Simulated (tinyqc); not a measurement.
Far from Gamma: eight-band Kane k.p model.

Eight-band Kane model, basis S, X, Y, Z times spin, zero of energy at the top of the unstrained valence band, c = hbar^2/2m0. Within each spin: H_SS = Eg + A c k^2, H_SX = i P kx (likewise Y, Z), H_XX = -Dso/3 + L kx^2 + M (ky^2 + kz^2), H_XY = N kx ky, and cyclic. Spin-orbit term (Dso/3) L.sigma on X, Y, Z with (L_k)_ij = -i epsilon_kij: <X+|H|Y+> = -i Dso/3, <X+|H|Z-> = Dso/3, <Y+|H|Z-> = -i Dso/3, <Z+|H|X-> = -Dso/3, <Z+|H|Y-> = i Dso/3, <X-|H|Y-> = i Dso/3, and their conjugates; + and - are the spin along z. Terms from inversion asymmetry are left out, so every level is twofold.

P = sqrt(Ep c); A = 1/me - Ep (Eg + 2 Dso/3)/(Eg (Eg + Dso)) keeps the electron mass; g1' = g1 - Ep/(3 Eg), g2' = g2 - Ep/(6 Eg), g3' = g3 - Ep/(6 Eg) remove the coupling to S that the Luttinger values already hold; L = -c (g1' + 4 g2'), M = -c (g1' - 2 g2'), N = -6 c g3'.

Constants: hbar^2/2m0 = 3.80998211 eV angstrom^2.

Inputs chosen for the exercise (near those of InAs; not measured data): Eg = 0.418 eV (gap at Gamma to the s-like level); Dso = 0.39 eV (spin-orbit splitting); Ep = 21.4 eV (Kane energy); me = 0.0259 m0 (electron mass at Gamma); g1 = 20.01 (Luttinger gamma1); g2 = 8.48 (gamma2); g3 = 9.22 (gamma3).

Pairs 3 and 4 along [100] out to 3.2 1/angstrom, beyond the zone edge but about the reach pi/h of a grid with h = 1 angstrom, with Ep as given and with Ep rescaled so that A = 1: Ep = (1/me - 1) Eg (Eg + Dso)/(Eg + 2 Dso/3). Crossings of E = Eg/2 are found on a scan of 320 points from 0.05 to 3.2 and refined by bisection.

Levels (eV):

| kx (1/angstrom) | pair 3 | pair 4 | pair 3, rescaled | pair 4, rescaled |
|---|---|---|---|---|
| 0.0 | 0.000 | 0.418 | 0.000 | 0.418 |
| 0.4 | -1.859 | 1.608 | -1.859 | 2.436 |
| 0.8 | -7.437 | -1.068 | -7.437 | 4.555 |
| 1.2 | -16.733 | -7.678 | -16.733 | 7.683 |
| 1.6 | -29.748 | -18.070 | -29.748 | 11.982 |
| 2.0 | -46.482 | -32.124 | -46.482 | 17.483 |
| 2.4 | -66.934 | -49.750 | -66.934 | 24.197 |
| 2.8 | -91.104 | -70.882 | -91.104 | 32.127 |
| 3.2 | -118.993 | -95.472 | -118.993 | 41.274 |

A (a pure number) and L (eV angstrom^2) as given: -4.349  -10.416

rescaled Ep = 18.74 eV

A and L rescaled: 1.000  -34.704

Crossings of mid-gap:

| set | number | first kx (1/angstrom) |
|---|---|---|
| as given | 1 | 0.674 |
| rescaled | 0 | - |

Is the parameter set safe for a calculation on a fine real-space grid?

No. A level crosses the middle of the gap at kx = 0.674 1/angstrom; a grid of step h reaches k = pi/h, so one with h below about 4.7 angstrom can return spurious states, and finite differences, which weaken the linear term at large k, can do so on coarser grids too. At large kx the S and X states dominate and (A c k^2)(L k^2) - P^2 k^2 must vanish for a state in the gap, which needs A L > 0, near k = P/sqrt(A c L); here A = -4.349 and L = -10.416 have the same sign, which puts the estimate at 0.69 1/angstrom. In the rerun with Ep = 18.74 eV, A = 1.000 and L = -34.704 have opposite signs, and no level crosses, so the rescaling cures it. Electron, heavy- and light-hole masses at Gamma are the same for both sets.

tinyqc: `OMP_NUM_THREADS=1 python tinyqc.py 1081013 1081014 out.jsonl`; about 0.05 s, one thread, shared Intel(R) Xeon(R) Processor @ 2.30GHz.
